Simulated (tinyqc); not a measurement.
Random alloy fluctuations: inter-valley coupling by envelope functions against a chain of atomic planes.

Chain: E(phi) = e0 + 2 v cos(phi) + 2 u cos(2 phi), cos(phi0) = -v/(4u), e0 = 2u + v^2/(4u); plane j = 0, 1, ... has the potential V_j = dE x_j + F (j - 30) a/4 (1 MV/m = 1e-4 V/angstrom). There are 30 barrier planes a side; with y = j - 29.5, x_j = xb (f(y) + f(Nw - y)), f(y) = 1/(1 + exp(y/L)), plus any Ge added in the well. The valley splitting is the spacing of the two lowest levels. Envelope theory: F_j solves a one-valley chain with hopping -b and diagonal 2b + V_j, b = 4u sin^2(phi0), sum F_j^2 = 1; the valleys couple by Dv = sum_j F_j^2 V_j exp(-2 i phi0 j) and split by 2|Dv|.

Values chosen for the exercise (near those of the Delta valleys of silicon in a SiGe well; not measured data):
- a = 5.431 angstrom (lattice constant; planes lie a/4 apart)
- u = 0.617 eV (second-neighbour hopping)
- v = 0.506 eV (nearest hopping)
- Nw = 61 (planes in the well)
- L = 1.25 planes (interface width)
- xb = 0.32 (Ge fraction of the barriers)
- dE = 0.52 eV (offset per unit Ge fraction)
- F = 0 MV/m (field)
- x0 = 2198 (start of the number sequence)
- na = 20000 (atoms a plane under the dot)

A uniform fraction x is added on all planes. Each plane j then fluctuates by q sqrt(x_j (1 - x_j)/na) in Ge fraction, q = sqrt12 (z/2147483647 - 1/2) with z(new) = 16807 z mod 2147483647 from x0, restarted for each row; 24 samples. Theory: Dv is a complex Gaussian with sigma^2 = dE^2 sum F_j^4 x_j (1 - x_j)/na, and the mean splitting is sqrt(pi) sigma if the smooth part is negligible.

Splitting (micro-eV):

| x | sigma | sqrt(pi) sigma | mean of 24 | least | largest |
|---|---|---|---|---|---|
| 0.00 | 4.7 | 8.4 | 9.3 | 0.5 | 15.6 |
| 0.01 | 55.0 | 97.5 | 107.8 | 18.0 | 233.9 |
| 0.02 | 77.3 | 137.0 | 151.9 | 23.1 | 328.0 |
| 0.05 | 120.2 | 213.0 | 237.1 | 33.8 | 509.3 |
| 0.10 | 165.4 | 293.1 | 326.8 | 45.7 | 700.5 |

How do the results move, and what explains it?

Without added Ge the disorder sits in the barriers, where the state is small: mean 9.3 micro-eV, against 0.062 for the smooth well. With 5 % Ge in the well the mean is 237, theory 213, with a statistical error of about 11 % for 24 samples; the miss is +11 %, and since every row reuses one sequence the rows with added Ge miss alike. The spread grows with the mean: at 5 % the samples run from 34 to 509, so small splittings remain possible. sigma falls as 1/sqrt(na) for larger dots. A chain with one orbital a plane has no Bloch-function factor, which scales all these couplings down in fuller models.

tinyqc: `OMP_NUM_THREADS=1 python tinyqc.py 1481606 1481607 out.jsonl`; about 0.07 s, one thread, shared Intel(R) Xeon(R) Processor @ 2.30GHz.
